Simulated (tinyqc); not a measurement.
# Short-channel transistor, virtual-source model with series resistance: two studies

The current per gate width is the charge at the top of the source barrier (the virtual source) times its velocity times a saturation function; al and be are fitting constants of the model. Units: I in uA/um, Rs in ohm um, so I Rs = 1e-6 I Rs in volts; Q in uC/cm^2, so I = 1e-4 Q vx0 Fsat with vx0 in cm/s.

Inputs (values chosen for the exercise): temperature T = 400 K; inversion capacitance Cinv = 1.4 uF/cm^2; velocity at the virtual source vx0 = 3.27e7 cm/s; apparent mobility mu = 510 cm^2/(V s); channel length L = 90 nm; threshold at zero drain voltage VT0 = 0.397 V; drain-induced barrier lowering dl = 0.13 V/V; subthreshold factor n0 = 1.53; growth of n with drain voltage nd = 0.05 1/V; threshold shift (in units of Vt) from weak to strong inversion al = 3.5; sharpness of saturation be = 1.4; series resistance of each contact Rs = 150 ohm um.

Constants: q = 1.602176634e-19 C, kB = 1.380649e-23 J/K, Vt = kB T/q. Results are converted to the units shown.

Each table varies one quantity; the others keep the values above.

## Effect of the threshold at zero drain voltage on the on and off currents

Intrinsic voltages Vg' = Vgs - I Rs, Vd' = Vds - 2 I Rs. n = n0 + nd Vd', VT = VT0 - dl Vd', Ff = 1/(1 + exp((Vg' - VT + al Vt/2)/(al Vt))), Q = Cinv n Vt ln(1 + exp((Vg' - VT + al Vt Ff)/(n Vt))), Vdsat = (vx0 L/mu)(1 - Ff) + Vt Ff, Fsat = u/(1 + u^be)^(1/be) with u = Vd'/Vdsat, and I = Q vx0 Fsat per width. I is solved self-consistently. Ion is I at Vgs = Vds = 1 V, Ioff at Vgs = 0, Vds = 1 V, and Rlin = Vds/I at Vgs = 1 V, Vds = 0.05 V.

Results:

| VT0 (V) | Ion (uA/um) | Ioff (nA/um) | log10(Ion/Ioff) | Rlin (ohm um) |
|---|---|---|---|---|
| 0.15 | 1695 | 1.645e5 | 1.013 | 451.5 |
| 0.2 | 1631 | 1.120e5 | 1.163 | 461.1 |
| 0.3 | 1497 | 4.082e4 | 1.565 | 484.2 |
| 0.35 | 1427 | 2.160e4 | 1.820 | 498.3 |
| 0.4 | 1354 | 1.056e4 | 2.108 | 514.7 |
| 0.45 | 1278 | 4844 | 2.421 | 533.8 |
| 0.5 | 1201 | 2123 | 2.752 | 556.4 |

Estimate the missing row, VT0 = 0.25 V.

Computed row:

| VT0 (V) | Ion (uA/um) | Ioff (nA/um) | log10(Ion/Ioff) | Rlin (ohm um) |
|---|---|---|---|---|
| 0.25 | 1566 | 7.061e4 | 1.346 | 471.9 |

With this row back in the table: As VT0 goes from 0.15 to 0.5 V, Ion falls from 1690 to 1200 uA/um, Ioff falls from 1.64e5 to 2120 nA/um and Rlin rises from 452 to 556 ohm um. Ion changes by a factor of 0.709 and Ioff by 0.0129. The off current depends on it through an exponential, the on current about linearly. In every row the off current passes 1 uA/um, so the device is hardly off at Vgs = 0.

## Effect of the apparent mobility on the on and off currents

Same model as above.

Effect of the apparent mobility on the on and off currents:

| mu (cm^2/(V s)) | Ion (uA/um) | Ioff (nA/um) | log10(Ion/Ioff) | Rlin (ohm um) |
|---|---|---|---|---|
| 50 | 423.8 | 7329 | 1.762 | 2415 |
| 85 | 612.1 | 8880 | 1.838 | 1549 |
| 140 | 819.3 | 9907 | 1.918 | 1063 |
| 240 | 1055 | 1.058e4 | 1.999 | 748.3 |
| 410 | 1277 | 1.095e4 | 2.067 | 564.7 |
| 700 | 1463 | 1.114e4 | 2.118 | 456.4 |
| 1200 | 1603 | 1.124e4 | 2.154 | 392.0 |
| 2000 | 1691 | 1.129e4 | 2.175 | 355.5 |

Read the table: what changes, and by how much?

As mu goes from 50 to 2000 cm^2/(V s), Ion rises from 424 to 1690 uA/um, Ioff rises from 7330 to 11300 nA/um and Rlin falls from 2410 to 356 ohm um. Ion changes by a factor of 3.99 and Ioff by 1.54. In every row the off current passes 1 uA/um, so the device is hardly off at Vgs = 0.

tinyqc, about 0.01 s, one thread, Intel Xeon 2.30GHz (shared host): `OMP_NUM_THREADS=1 python tinyqc.py 2380072 2380073 out.jsonl`
